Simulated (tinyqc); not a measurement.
From results back to parameters: Wannier-Stark ladder of a miniband. Four cases, with inputs chosen for the exercise.

Problem. The lines of a Wannier-Stark ladder are spaced by e F d, and the strengths of the lines j = 1 and j = 0 stand as J_1(x)^2/J_0(x)^2 with x = W/(2 e F d) below the first zero of J_0, 2.405; 1 kV/cm = 0.01 meV/angstrom. Both were computed from hidden F and W.

Case 1.

Values chosen (out of a larger set: near those of a GaAs/AlGaAs superlattice; not measured data): d = 80 angstrom (period).

spacing = 16.000 meV
ratio = 0.0758777

Case 2.

Values chosen (out of a larger set: near those of a non-polar GaN/AlGaN superlattice; not measured data): d = 54 angstrom (period).

spacing = 7.560 meV
ratio = 2.24092

Case 3.

Values chosen (out of a larger set: near those of a non-polar GaN/AlGaN superlattice; not measured data): d = 51 angstrom (period).

spacing = 4.539 meV
ratio = 0.429915

Case 4.

Values chosen (out of a larger set: near those of a GaAs/AlGaAs superlattice; not measured data): d = 106 angstrom (period).

spacing = 2.650 meV
ratio = 4.03388

Find: F; x; W.

Solution. J_1/J_0 rises steadily from 0 to infinity on that interval, so the ratio fixes x, and W = 2 x e F d.

Case 1.

F = 20.0 kV/cm
x = 0.531
W = 17.0 meV

Case 2.

F = 14.0 kV/cm
x = 1.720
W = 26.0 meV

Case 3.

F = 8.90 kV/cm
x = 1.102
W = 10.0 meV

Case 4.

F = 2.50 kV/cm
x = 1.887
W = 10.0 meV

Computed by tinyqc, one run a case: `OMP_NUM_THREADS=1 python tinyqc.py N N+1 out.jsonl` with N = 1251390, 1251393, 1251424, 1251447; one thread of a shared Intel(R) Xeon(R) Processor @ 2.30GHz, about 0.05 s a run at most.
